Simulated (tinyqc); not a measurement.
Inside a calculation. Method: Hubbard chain of 2 sites. Computed by tinyqc, a small Python program that keeps every step. Settings: hopping = 1.44, U = 1.5, mixing = 1, iteration cap = 79. Command: `OMP_NUM_THREADS=1 python tinyqc.py 22930 22931 out.jsonl` (the two numbers bound the seeds that draw the settings). One thread of a shared host (Intel(R) Xeon(R) Processor @ 2.60GHz), about 0.2 s of CPU time with the checks. Later iterations appear only in the table of the cycle.

## Mean-field iteration 1

one-body matrix (hopping and site energies) (eV):
```
           1          2
1  -0.120000  -1.440000
2  -1.440000   0.300000
```

U = 1.500000 eV

electrons, up and down: 1  1

mixing = 1

n(up) at the start (a guess, not normalised): 1 0.950000, 2 0.050000

n(down) at the start (a guess): 1 0.050000, 2 0.950000

H(up) = T + U n(down), H(down) = T + U n(up); fill the lowest levels; n(new) = n + mixing (n(out) - n); E = tr T (rho up + rho down) + U sum n_up n_down of the output.

levels, up (eV): -0.850214  2.530214

levels, down (eV): -0.673217  2.353217

energy = -1.833252 eV

n(up) after iteration 1: 1 0.761801, 2 0.238199

n(down) after iteration 1: 1 0.346354, 2 0.653646

## Mean-field iteration 2

As before.

levels, up (eV): -0.665860  2.345860

levels, down (eV): -0.611544  2.291544

energy = -1.938175 eV

n(up) after iteration 2: 1 0.646252, 2 0.353748

n(down) after iteration 2: 1 0.437066, 2 0.562934

## Mean-field iteration 3

As before.

levels, up (eV): -0.631822  2.311822

levels, down (eV): -0.600031  2.280031

energy = -1.961910 eV

n(up) after iteration 3: 1 0.603409, 2 0.396591

n(down) after iteration 3: 1 0.496744, 2 0.503256

## Convergence

Each step fills the lowest levels of T + U n(other spin) and sets n(new) = n + mixing (n(out) - n); stop when output and input agree to 1e-8.

Course of the cycle:

| iteration | E (eV) | largest \|n(out) - n(in)\| | mean \|n_up - n_down\| |
|---|---|---|---|
| 1 | -1.83325164 | 2.96e-01 | 0.415447 |
| 2 | -1.93817471 | 1.16e-01 | 0.209185 |
| 3 | -1.96191014 | 5.97e-02 | 0.106665 |
| 4 | -1.96796142 | 2.96e-02 | 0.054752 |
| 5 | -1.96954141 | 1.54e-02 | 0.028104 |
| 6 | -1.96995755 | 7.83e-03 | 0.014439 |
| 7 | -1.97006726 | 4.04e-03 | 0.007416 |
| 8 | -1.97009621 | 2.07e-03 | 0.003810 |
| 9 | -1.97010385 | 1.06e-03 | 0.001957 |
| 10 | -1.97010587 | 5.46e-04 | 0.001005 |
| 11 | -1.97010640 | 2.81e-04 | 0.000516 |
| ... | ... | ... | ... |
| 17 | -1.97010659 | 5.16e-06 | 0.000009 |
| 18 | -1.97010659 | 2.65e-06 | 4.88e-06 |
| 19 | -1.97010659 | 1.36e-06 | 2.50e-06 |
| 20 | -1.97010659 | 7.00e-07 | 1.29e-06 |
| 21 | -1.97010659 | 3.59e-07 | 6.61e-07 |
| 22 | -1.97010659 | 1.85e-07 | 3.40e-07 |
| 23 | -1.97010659 | 9.48e-08 | 1.74e-07 |
| 24 | -1.97010659 | 4.87e-08 | 8.96e-08 |
| 25 | -1.97010659 | 2.50e-08 | 4.60e-08 |
| 26 | -1.97010659 | 1.29e-08 | 2.36e-08 |
| 27 | -1.97010659 | 6.60e-09 | 1.21e-08 |

local moments n_up - n_down: 1 0.000000, 2 0.000000

Converged in 27 iterations. Before convergence this energy mixes input and output and is not variational, so it may rise towards its limit.

## The many-body Hamiltonian

Basis: all placements (u, d, 2, 0 on each site), up operators ordered before down ones; hops carry the sign of the same-spin electrons passed.

H (eV):
```
           20         ud         du         02
20   1.260000  -1.440000  -1.440000   0.000000
ud  -1.440000   0.180000   0.000000  -1.440000
du  -1.440000   0.000000   0.180000  -1.440000
02   0.000000  -1.440000  -1.440000   2.100000
```

## Exact diagonalisation (4 states)

Lowest levels of the sector, and the double occupancy of the lowest state.

lowest levels (eV): -2.063764  0.180000  1.648931  3.954833

double occupancy per site = 0.190328

The mean-field solution above lies 0.0937 eV above the exact energy.
